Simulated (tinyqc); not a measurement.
The best anneal temperature for the time t: solubility, supersaturation, precipitation and gettering of an impurity in a silicon-like host. Computed by tinyqc, a small Python program. Command: `OMP_NUM_THREADS=1 python tinyqc.py 3023971 3023972 out.jsonl ripen walk`. One thread of a shared host (Intel(R) Xeon(R) Processor @ 2.30GHz), about 0.01 s of CPU time with the checks.

The wafer was saturated at T1 and is then held at T.

Inputs (values chosen for the exercise, modelled on copper in silicon): site density N0 = 5e+22 1/cm^3; enthalpy of solution H = 1.52 eV; entropy of solution S = 2.2 k_B; diffusion prefactor D0 = 0.0044 cm^2/s; migration energy Q = 0.423 eV; temperature of saturation T1 = 1275 K; anneal temperature T = 890 K; sink density n = 1.8e+08 1/cm^3; initial sink radius r0 = 75 nm; impurity density in the precipitate C_p = 2.8e+22 1/cm^3; interface energy gamma = 0.65 J/m^2; anneal time t = 1.8 s.

Constants: k_B = 8.617333262e-05 eV/K; k_B = 1.380649e-23 J/K.

Method:
- C_eq(T) = N0 exp(S/k_B - H/(k_B T)); D(T) = D0 exp(-Q/(k_B T)); C0 = C_eq(T1). Supersaturation s = C0/C_eq(T); critical radius r* = 2 gamma/(C_p k_B T ln s); barrier W* = (4 pi/3) gamma r*^2. Strain energy is left out.
- r_f = [r0^3 + 3 (C0 - C_eq)/(4 pi n C_p)]^(1/3), tau_f = 1/(4 pi n r_f D).
- Growing sinks: with y = r/r_f and y0 = r0/r_f, dy/dt = (1 - y^3)/(3 tau_f y), which integrates to t/tau_f = F(y) - F(y0), F(y) = (1/2) ln[(1 + y + y^2)/(1 - y)^2] - sqrt(3) arctan[(2y + 1)/sqrt(3)]; the share of the excess left is (1 - y^3)/(1 - y0^3), and C(t) = C_eq + (C0 - C_eq) x share.

C0 = 4.42804e+17 1/cm^3

Dissolved share after t:
```
T (K)     C_eq/C0  tau_f (s)  C(t)/C0
574    4.5968e-08     18.733  0.96959
663    2.8442e-06      5.944  0.88459
765    9.8748e-05      2.215  0.64317
867    1.4880e-03      1.042  0.30557
969    1.2667e-02      0.576  0.09352
1071   7.1710e-02      0.363  0.08407
1160   2.5372e-01      0.274  0.25570
1224   5.6190e-01      0.261  0.56270
```

What does the comparison show, and why?

The lowest dissolved share among these rows is 0.084 at 1071 K. Above it solubility sets the floor; below it diffusion is too slow for this time. Solubility falls with H = 1.52 eV and diffusion with Q = 0.423 eV.

Extremes, crossings and ranges named in words are read from the listed rows.
